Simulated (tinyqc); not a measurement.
From results back to parameters: overlap of hydrogenic dopants: pairs, impurity band and the Mott density. Three cases, with inputs chosen for the exercise.

Problem. Ry* = Ry m/eps^2, aB = a0 eps/m, and the Mott density is (0.26/aB)^3 (1/angstrom^3 = 1e24/cm^3). Binding energy and critical density come from a hidden mass and dielectric constant.

Constants: Ry = 13.60569312 eV; a0 (Bohr radius) = 0.5291772105 angstrom.

Case 1.

binding energy = 5.23296 meV
critical density = 1.482609e+16 1/cm^3

Case 2.

binding energy = 26.20590 meV
critical density = 1.501440e+18 1/cm^3

Case 3.

binding energy = 30.90490 meV
critical density = 1.191811e+18 1/cm^3

Find: aB; eps; m.

Solution. aB = 0.26/n^(1/3); the product Ry* aB = Ry a0/eps gives eps, and m = a0 eps/aB.

Case 1.

aB = 105.84 angstrom
eps = 13.00
m = 0.065 m0

Case 2.

aB = 22.71 angstrom
eps = 12.10
m = 0.282 m0

Case 3.

aB = 24.52 angstrom
eps = 9.50
m = 0.205 m0

Computed by tinyqc, one run a case: `OMP_NUM_THREADS=1 python tinyqc.py N N+1 out.jsonl` with N = 1452595, 1452614, 1452695; one thread of a shared Intel(R) Xeon(R) Processor @ 2.30GHz, about 0.01 s a run at most.
